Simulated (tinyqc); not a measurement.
Thermal boundary conductance by the acoustic and diffuse mismatch models: one step, computed by the program tinyqc. Command: `OMP_NUM_THREADS=1 python tinyqc.py 3013449 3013450 out.jsonl kapitza walk`. One thread of a shared host (Intel(R) Xeon(R) Processor @ 2.30GHz), about 0.01 s of CPU time with the checks.

Each side has one longitudinal and two transverse Debye branches, omega = v q up to q_D = (6 pi^2 n)^(1/3), with n counting all atoms. Scattering at the interface is elastic. Electrons are left out of G, also for metals. Melting is ignored. G refers to the temperatures of the phonons sent towards the interface. Linear branches over all atoms overstate G at high T, most for crystals with several atoms a cell.

Problem. Diffuse mismatch: transmission at low frequency. A phonon forgets its side and branch: alpha(1 to 2) = S_2/(S_1 + S_2), S_i = 1/vL_i^2 + 2/vT_i^2.

Inputs (values chosen for the exercise, modelled on titanium nitride (side 1) and silicon (side 2)):
```
quantity                    value  unit
longitudinal velocity vL_1  10400   m/s
transverse velocity vT_1     6350   m/s
longitudinal velocity vL_2   9100   m/s
transverse velocity vT_2     5340   m/s
```

Structure: superlattice.

Give: S_1; S_2; diffuse alpha, 1 to 2.

Solution.

S_1 = 5.885e-08 s^2/m^2

S_2 = 8.221e-08 s^2/m^2

diffuse alpha, 1 to 2 = 0.5828
